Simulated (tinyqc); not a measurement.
Diffused layer (Gaussian), carriers, mobility and sheet resistance with incomplete ionisation: effect of the peak chemical concentration.

A p-type layer from the surface x = 0 to the junction xj, N(x) = N0 exp(-(x/Ld)^2). Local neutrality (no depletion at surface or junction, no spilling of carriers), intrinsic carriers neglected, Boltzmann statistics.

xj = Ld sqrt(ln(N0/Nb)). Active dopant A = min(N, Ns); p solves p (p + Nb)/(A - Nb - p) = K, K = (NB/gd) exp(-E/Vt), E = max(Ei - ks A^(1/3), 0), so p = 2 K (A - Nb)/[Nb + K + sqrt((Nb + K)^2 + 4 K (A - Nb))]; mobility mu = m1 + (m2 (T/300 K)^(-bt) - m1)/(1 + ((A + Nb)/Nr)^am). Dose = integral of N, carrier sheet density = integral of p, 1/Rs = q integral of p mu, mean mobility 1/(q Rs sheet density), Hall mobility (unit Hall factor) = integral of p mu^2 over integral of p mu, Hall sheet density = (integral of p mu)^2/integral of p mu^2; all from 0 to xj. Integrals on 4000 steps.

Values chosen for this exercise; values close to those of boron in silicon over an n-type background: temperature T = 350 K; background doping of the opposite type Nb = 4e15 cm^-3; mobility limit at high doping m1 = 45.6 cm^2/(V s); mobility limit at low doping, at 300 K m2 = 466 cm^2/(V s); reference doping of the mobility law Nr = 2.2e17 cm^-3; exponent of the mobility law am = 0.696; temperature exponent of m2 bt = 2.2; solubility limit of active dopant Ns = 1.93e20 cm^-3; valence-band density of states at T NB = 3.4e19 cm^-3; ionisation energy in the dilute limit Ei = 0.0463 eV; degeneracy factor of the level gd = 4; lowering of Ei per N^(1/3) ks = 6.7e-9 eV cm; diffusion length 2 sqrt(D t) Ld = 65 nm.

Constants: q = 1.602176634e-19 C, kB = 1.380649e-23 J/K, Vt = kB T/q. Results are converted to the units shown.

Result of one run:
columns A: N0 (cm^-3); B: xj (nm); C: dose (cm^-2); D: carriers (cm^-2); E: Rs (ohm/square); F: mean mobility (cm^2/(V s)); G: Rs xj (ohm nm); H: Hall/true sheet density
```
A           B         C         D        E      F        G       H
5.9e17  145.3  3.393e12  2.873e12  1.322e4  164.3  1.921e6  0.9685
```

What becomes of these results when the peak chemical concentration N0 is changed from 5.9e17 to 3.5e17 cm^-3, all else the same?

Result of the changed run:
columns A: N0 (cm^-3); B: xj (nm); C: dose (cm^-2); D: carriers (cm^-2); E: Rs (ohm/square); F: mean mobility (cm^2/(V s)); G: Rs xj (ohm nm); H: Hall/true sheet density
```
A           B         C         D        E      F        G       H
3.5e17  137.5  2.011e12  1.770e12  1.880e4  187.6  2.584e6  0.9795
```

The whole series:
columns A: N0 (cm^-3); B: xj (nm); C: dose (cm^-2); D: carriers (cm^-2); E: Rs (ohm/square); F: mean mobility (cm^2/(V s)); G: Rs xj (ohm nm); H: Hall/true sheet density
```
A           B         C         D        E      F        G       H
4e16    98.63  2.231e11  1.809e11  1.274e5  271.0  1.256e7  0.9986
6.9e16  109.7  3.907e11  3.384e11  7.251e4  254.4  7.953e6  0.9968
1.2e17  119.9  6.850e11  6.118e11  4.360e4  234.0  5.226e6  0.9934
2e17    128.6  1.146e12  1.028e12  2.856e4  212.6  3.672e6  0.9881
3.5e17  137.5  2.011e12  1.770e12  1.880e4  187.6  2.584e6  0.9795
5.9e17  145.3  3.393e12  2.873e12  1.322e4  164.3  1.921e6  0.9685
1e18    152.7  5.755e12  4.584e12     9576  142.2  1.463e6  0.9553
1.7e18  159.9  9.788e12  7.173e12     7110  122.4  1.137e6  0.9411
3e18    167.2  1.728e13  1.132e13     5280  104.5  8.830e5  0.9273
```

As N0 goes from 4e16 to 3e18, xj rises from 98.6 to 167 nm, Rs falls from 1.27e5 to 5280 ohm/square, the mean mobility falls from 271 to 104 cm^2/(V s) and the share of the dose that conducts goes from 81.1 through a maximum of 89.7 (at N0 = 2e17 among the rows listed) to 65.5 %. Rs goes as dose^(-1.01) at the low end and dose^(-0.52) at the high end; constant mobility and activation would give -1.

Computed by the program tinyqc: `OMP_NUM_THREADS=1 python tinyqc.py 2110157 2110158 out.jsonl`, one thread of a shared Intel Xeon 2.30GHz, about 0.02 s for the whole run.
